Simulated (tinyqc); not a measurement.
# Nudged elastic band on a two-dimensional model surface, step by step

A worked calculation. Computed by tinyqc, a small Python program that keeps every step. Command: `OMP_NUM_THREADS=1 python tinyqc.py 3003779 3003780 out.jsonl neb walk`. One thread of a shared host (Intel(R) Xeon(R) Processor @ 2.30GHz), about 0.2 s of CPU time with the checks. Intermediate numbers are printed to about 7 digits and carried at full precision; extremes and crossings named in words are read from the listed rows.

V(x, y) = -A (cos kx + cos ky) - B cos kx cos ky + (C sin ky + S sin kx)(1 - cos kx), k = 2 pi/a; the atom hops from the minimum at (0, 0) to that at (a, 0).

Inputs (values chosen for the exercise, for a model surface): amplitude A = 0.49 eV; amplitude B = -0.044 eV; skew C = 0.21 eV; asymmetry S = 0.057 eV; period a = 3.6 angstrom; movable images n = 6; spring constant k_s = 0.69 eV/angstrom^2; step factor eta = 0.13 angstrom^2/eV; iteration cap = 600.

Surface: adatom on a square lattice. Climbing image: off.

## Stationary points

Newton steps x(new) = x - H^-1 grad V (moves limited to 0.3 angstrom) from (0, 0), (a, 0) and (a/2, 0) give the two minima and the saddle.

positions (angstrom), rows start, end, saddle, columns x, y:
$$\begin{pmatrix}
0.000000 & 0.000000 \\
3.600000 & 0.000000 \\
1.621036 & -0.376164
\end{pmatrix}$$

energies (eV): start -0.9360000, end -0.9360000, saddle -0.1709821

barrier from the start = 0.7650179 eV

## Straight-line start

Images are spaced evenly on the line between the minima.

images at the start (angstrom), rows image 1, image 2, image 3, image 4, image 5, image 6, columns x, y:
$$\begin{pmatrix}
0.514286 & 0.000000 \\
1.028571 & 0.000000 \\
1.542857 & 0.000000 \\
2.057143 & 0.000000 \\
2.571429 & 0.000000 \\
3.085714 & 0.000000
\end{pmatrix}$$

energies above the start (eV): [0.1847025, 0.6131809, 0.8948457, 0.8008185, 0.4773078, 0.1511446]

The highest image lies +0.1298 eV from the true barrier.

## Iteration 1

Tangent at image i: towards the higher neighbour if the energies rise or fall through i; at a maximum or minimum, tau = t+ dmax + t- dmin if V(i+1) > V(i-1), else t+ dmin + t- dmax, with t+ = R(i+1) - R(i), t- = R(i) - R(i-1) and dmax, dmin the larger and smaller of |V(i+1) - V(i)| and |V(i-1) - V(i)|; then normalise. Force F = -grad V + (grad V.tau) tau + k_s (|t+| - |t-|) tau. Update R(new) = R + eta F; the end points stay fixed.

unit tangents, rows image 1, image 2, image 3, image 4, image 5, image 6, columns x, y:
$$\begin{pmatrix}
1 & 0 \\
1 & 0 \\
1 & 0 \\
1 & 0 \\
1 & 0 \\
1 & 0
\end{pmatrix}$$

forces (eV/angstrom), rows image 1, image 2, image 3, image 4, image 5, image 6, columns x, y:
$$\begin{pmatrix}
0.0000000 & -0.1379982 \\
0.0000000 & -0.4480773 \\
0.0000000 & -0.6967415 \\
0.0000000 & -0.6967415 \\
0.0000000 & -0.4480773 \\
0.0000000 & -0.1379982
\end{pmatrix}$$

images after iteration 1 (angstrom), rows image 1, image 2, image 3, image 4, image 5, image 6, columns x, y:
$$\begin{pmatrix}
0.514286 & -0.017940 \\
1.028571 & -0.058250 \\
1.542857 & -0.090576 \\
2.057143 & -0.090576 \\
2.571429 & -0.058250 \\
3.085714 & -0.017940
\end{pmatrix}$$

## Iteration 2

The formulas are those given above.

unit tangents, rows image 1, image 2, image 3, image 4, image 5, image 6, columns x, y:
$$\begin{pmatrix}
0.996942 & -0.078141 \\
0.998030 & -0.062733 \\
0.999852 & -0.017232 \\
1.000000 & 0.000000 \\
0.998030 & 0.062733 \\
0.996942 & 0.078141
\end{pmatrix}$$

forces (eV/angstrom), rows image 1, image 2, image 3, image 4, image 5, image 6, columns x, y:
$$\begin{pmatrix}
-0.0120818 & -0.1653076 \\
-0.0258645 & -0.4052971 \\
-0.0100957 & -0.5451357 \\
0.0007003 & -0.5425269 \\
0.0253332 & -0.3968455 \\
0.0110539 & -0.1521944
\end{pmatrix}$$

images after iteration 2 (angstrom), rows image 1, image 2, image 3, image 4, image 5, image 6, columns x, y:
$$\begin{pmatrix}
0.512715 & -0.039430 \\
1.025209 & -0.110939 \\
1.541545 & -0.161444 \\
2.057234 & -0.161105 \\
2.574722 & -0.109840 \\
3.087151 & -0.037725
\end{pmatrix}$$

## All iterations

Start on the straight line; stop when the largest force is below 1e-4 or above 1e6 eV/angstrom.

Course of the band:
```
iteration  highest image (eV)  largest force (eV/angstrom)
1                   0.8948457                 6.967415e-01
2                   0.8386043                 5.452292e-01
3                   0.8045414                 4.157387e-01
4                   0.7848417                 3.121036e-01
5                   0.7737543                 2.322156e-01
6                   0.7676063                 1.719047e-01
7                   0.7642229                 1.309419e-01
8                   0.7623670                 9.977803e-02
9                   0.7613502                 7.556165e-02
...                       ...                          ...
55                  0.7603509                 1.653717e-04
56                  0.7603519                 1.543106e-04
57                  0.7603527                 1.440064e-04
58                  0.7603536                 1.344063e-04
59                  0.7603543                 1.254613e-04
60                  0.7603550                 1.171259e-04
61                  0.7603556                 1.093577e-04
62                  0.7603562                 1.021176e-04
63                  0.7603568                 9.536901e-05
```

Band at the end:
```
image  x (angstrom)  y (angstrom)     E (eV)
0          0.000000     0.0000000  0.0000000
1          0.494045    -0.1884492  0.1719375
2          1.008563    -0.3108094  0.5392294
3          1.534119    -0.3710006  0.7603568
4          2.063163    -0.3699090  0.6648026
5          2.588128    -0.3048557  0.4074769
6          3.099969    -0.1718374  0.1421805
7          3.600000     0.0000000  0.0000000
```

energy of the highest image = 0.7603568 eV

iterations = 63

largest force at the end = 9.536901e-05 eV/angstrom

Converged in 63 iterations. Without a climbing image the highest image lies 4.66 meV below the saddle.

## Plain band against climbing image

With a climbing image, the highest image feels instead F = -grad V + 2 (grad V.tau) tau and no spring. Images are counted without the end points, and convergence is judged on the largest force on an image. Each run starts on the straight line with the same k_s and eta, for at most 1500 iterations; errors are against the Newton saddle; a dash marks a run that did not reach 1e-4 eV/angstrom.

Error of the highest image (meV) and iterations:
```
images  plain, error  plain, iterations  climbing, error  climbing, iterations
2           -119.137                 36                0                    57
3            -18.210                 33                0                    54
4            -23.162                 34                0                    78
5            -18.144                 51                0                    79
6             -4.661                 63                0                   103
8             -0.484                 95                0                    94
10            -0.052                131                0                   158
```

The plain band underestimates the barrier by 0.05 to 119.14 meV, depending on how near an image falls to the saddle (worst for 2 images, best for 10). The climbing image is within about 0.001 meV in every converged run, so few images suffice for the barrier.
